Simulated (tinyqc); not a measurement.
n-type polysilicon, carrier trapping at grain boundaries: two steps of the calculation.

One-dimensional grains of size Lg, uniform ionised doping N, monovalent traps Qt at each boundary at a depth Et below (for electrons) or above (for holes) the band edge there, abrupt depletion of width W on each side of a boundary, Boltzmann statistics. xi is the distance from the band edge at the grain centre to the Fermi level. Trapped charge Qt/(1 + exp((xi + VB - Et)/Vt)) = 2 N W, barrier VB = q N W^2/(2 eps0 eps_r).

Values chosen for this exercise; values of the order met in polycrystalline silicon:

| symbol | value | unit | meaning |
|---|---|---|---|
| T | 400 | K | temperature |
| eps_r | 11.7 |  | relative permittivity |
| NB | 4.31e19 | cm^-3 | conduction-band density of states at T |
| Lg | 43 | nm | grain size |
| Qt | 2.4e12 | cm^-2 | trap density of a grain boundary |
| Et | 0.47 | eV | depth of the trap level from the majority band edge at the boundary |
| N | 3.3e18 | cm^-3 | doping |

Constants: q = 1.602176634e-19 C, kB = 1.380649e-23 J/K, Vt = kB T/q, eps0 = 8.8541878128e-14 F/cm where lengths are in cm. Results are converted to the units shown.

Question 1. New W. Partly depleted grain, xi = Vt ln(NB/N): f = 1/(1 + exp((xi + VB - Et)/Vt)), g = Qt f - 2 N W, g' = -2 Qt f (1 - f) VB/(W Vt) - 2 N, W(new) = W - g/g'.

W at the start = 2.2 nm

Wanted: VB; f; g; g'; W after iteration 1.

Answer 1.

VB = 0.01235 V
f = 1.000
g = 9.479e11 cm^-2
g' = -6.600e11 cm^-2/nm
W after iteration 1 = 3.636 nm

Question 2. Depletion width, Fermi level and barrier. If the trap equation with xi = Vt ln(NB/N) has a root W < Lg/2, the grain is partly depleted; otherwise W = Lg/2 and the trap equation gives xi = Et - VB + Vt ln(Qt/(N Lg) - 1). N* = Qt/Lg.

Give: N*; W; xi; VB; share of traps filled.

Answer 2.

N* = 5.581e17 cm^-3
W = 3.636 nm
xi = 0.08857 V
VB = 0.03374 V
share of traps filled = 1.000

N is 5.91 N*, and the grain is partly depleted; VB = 0.979 Vt.

tinyqc, about 0.01 s, one thread, Intel Xeon 2.30GHz (shared host): `OMP_NUM_THREADS=1 python tinyqc.py 2830284 2830285 out.jsonl`
